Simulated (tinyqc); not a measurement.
Grain-boundary trapping model (Seto) of a polycrystalline semiconductor film: one step, computed by the program tinyqc. Command: `OMP_NUM_THREADS=1 python tinyqc.py 3020106 3020107 out.jsonl poly walk`. One thread of a shared host (Intel(R) Xeon(R) Processor @ 2.30GHz), about 0.01 s of CPU time with the checks.

Grains of equal size L are joined by thin boundaries with one trap level. Trapped carriers deplete a width W on each side and raise a barrier, crossed by thermionic emission. Dopants are fully ionised, statistics are non-degenerate and mu_g does not depend on T.

Problem. Activation energy. N_c(T) = N_c (T/300 K)^(3/2). Filled traps Q = Q_t/(1 + (1/2) exp((E_t* - E_F)/k_B T)), where E_t* = e V_B - E_t and E_F are counted from the band edge at the grain centre. Partial depletion: Q = 2 N W, V_B = e N W^2/(2 eps eps_0), E_F = k_B T ln(N/N_c); solve for W. If that W would exceed L/2 the grain is fully depleted: W = L/2, Q = N L, and E_F follows from the trap equation. Centre density n_0 = N_c exp(E_F/k_B T). Boundary: sigma_b = L e^2 n_0 exp(-e V_B/k_B T)/sqrt(2 pi m k_B T); drift through the grain, depleted parts included: rho_g = [(1 - 2W/L) + (2W/L) int_0^1 exp(y^2 s^2) ds]/(e n_0 mu_g); rho = 1/sigma_b + rho_g. Mean carrier density n_av = n_0 [(1 - 2W/L) + (2W/L) (sqrt(pi)/2) erf(y)/y], y = sqrt(e V_B/k_B T); effective mobility 1/(e n_av rho). E_a = d ln(rho)/d(1/k_B T) from T - 5 K and T + 5 K; temperature coefficient d ln(rho)/dT.

Inputs (values chosen for the exercise, modelled on polycrystalline silicon):
```
quantity,value,unit
permittivity eps,11.7,-
effective mass m,0.32,m_0
"effective density of states at 300 K, N_c",2.7e+19,1/cm^3
grain size L,36,nm
trap density Q_t,2.3e+12,1/cm^2
trap level E_t below the band edge,0.4,eV
doping N,1.1e+19,1/cm^3
mobility inside the grains mu_g,180,cm^2/(V s)
temperature T,400,K
```

Grain interior: resistance included.

Constants: k_B = 8.617333262e-05 eV/K; e = 1.602176634e-19 C; eps_0 = 8.8541878128e-12 F/m; m_0 = 9.1093837015e-31 kg; k_B = 1.380649e-23 J/K.

Give: activation energy E_a; temperature coefficient.

Solution.

activation energy E_a = -0.002151 eV

temperature coefficient = 0.01560 %/K
